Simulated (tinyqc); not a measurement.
# Changing the pulse length t_p

Model: switching kinetics of a ferroelectric film and the memory window of a ferroelectric gate stack. Computed by tinyqc, a small Python program. Command: `OMP_NUM_THREADS=1 python tinyqc.py 3013977 3013978 out.jsonl feswitch sweep`. One thread of a shared host (Intel(R) Xeon(R) Processor @ 2.30GHz), about 0.03 s of CPU time with the checks.

Fields in MV/cm; 1 microcoulomb/cm^2 over eps_0 is 11.29409 MV/cm. In the stack (metal, ferroelectric, interlayer, channel) the channel is taken as a conductor.

Inputs (values chosen for the exercise, for a model film):
```
quantity                                 value               unit
saturation polarisation P_s                 37  microcoulomb/cm^2
ratio P_r/P_s                             0.76                  -
coercive field E_c                         1.5              MV/cm
permittivity of the ferroelectric eps_F     26                  -
thickness t_F                              7.9                 nm
permittivity of the interlayer eps_I       7.5                  -
interlayer thickness t_I                   1.1                 nm
share s of P screened by trapped charge    0.6                  -
pulse height V                             3.2                  V
time constant t_inf                      7e-11                  s
activation field E_a                       8.2              MV/cm
Merz exponent alpha                          1                  -
dimension n                                  2                  -
half width w of log10 t                   0.63                  -
breakdown field of the interlayer           12              MV/cm
```

Kinetics: nucleation-limited (NLS).

Method. Series stack: V = E_F t_F + E_I t_I and eps_I E_I = eps_F E_F + (1 - s) P/eps_0. Before switching P = -P_r, after it P = +P_s; in retention V = 0 and P = +P_r. Merz's law: t1 = t_inf exp[(E_a/E)^alpha] at the mean of the fields before and after switching. NLS: switched share = integral of [1 - exp(-(t/tau)^n)] F(z) dz over z = log10 tau, with the Lorentzian F = (1/pi) w/[(z - log10 t1)^2 + w^2].

One run for each value:
```
pulse length t_p (s)  switched share
1.00e-09                     0.42814
1.00e-08                     0.78654
1.00e-07                     0.89342
1.00e-06                     0.93005
1.00e-05                     0.94806
1.00e-04                     0.95871
1.00e-03                     0.96575
1.00e-02                     0.97074
1.00e-01                     0.97446
1.00e+00                     0.97747
```

Over the rows, switched share rises from 0.428 to 0.977 (exponent d ln y / d ln x 0.26 between the first rows and 0.0013 between the last).

Caution (all rows): the interlayer field exceeds its breakdown field, so charge injection would change the fields. Caution (all rows): E_F after switching lies below E_c, so switching stalls before P_s and that state is not reached. Caution (all rows): the field changes much during switching, so one mean field is a crude stand-in.
